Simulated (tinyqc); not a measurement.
Arrhenius plot: admittance spectroscopy and thermally stimulated current of one trap level in a depletion layer. Computed by tinyqc, a small Python program. Command: `OMP_NUM_THREADS=1 python tinyqc.py 3110353 3110354 out.jsonl admit walk`. One thread of a shared host (Intel(R) Xeon(R) Processor @ 2.30GHz), about 0.01 s of CPU time with the checks.

A Schottky junction on n-type material holds one donor-like electron trap; shallow donors are fully ionised and abrupt depletion edges are assumed.

Inputs (values chosen for the exercise, modelled on n-type beta-Ga2O3):
```
quantity,value,unit
density-of-states mass m,0.285,m_0
shallow doping N,1.9e+16,1/cm^3
trap depth E_t below the band,0.246,eV
capture cross section sigma,1.1e-14,cm^2
test frequency f,300000,Hz
```

Constants: k_B = 1.380649e-23 J/K; m_0 = 9.1093837015e-31 kg; h = 6.62607015e-34 J s; k_B = 8.617333262e-05 eV/K.

Method:
- N_c = 2 (2 pi m k_B T/h^2)^(3/2), v_th = sqrt(3 k_B T/m), emission rate e_n = sigma v_th N_c exp(-E_t/(k_B T)).
- Where the level crosses the Fermi level capture equals emission, so the trap follows the signal with the rate 2 e_n; G/omega peaks at omega = 2 e_n (the correction for large N_t/N is left out).
- Solve 2 e_n(T_p) = 2 pi f.
- T_p for 0.1, 0.3, 1, 3 and 10 f; least-squares lines of ln(e_n/T^2) and of ln(e_n) against 1/(k_B T), e_n = pi f; sigma = exp(intercept)/(v_th N_c/T^2).

peak temperature T_p = 217.187 K

Peaks:
```
f (Hz),T_p (K),1/(k_B T) (1/eV),ln(e_n/T^2),ln(e_n)
3.00e+04,188.29,61.630,0.9777,11.454
9.00e+04,201.12,57.700,1.9445,12.552
3.00e+05,217.19,53.431,2.9948,13.756
9.00e+05,234.08,49.574,3.9435,14.855
3.00e+06,255.63,45.396,4.9714,16.059
```

depth from e_n/T^2 = 0.246 eV

cross section from the intercept = 1.10e-14 cm^2

depth without the T^2 = 0.28361 eV

Leaving out T^2 adds 38 meV, near 2 k_B T_p = 37 meV.

Extremes, crossings and ranges named in words are read from the listed rows.
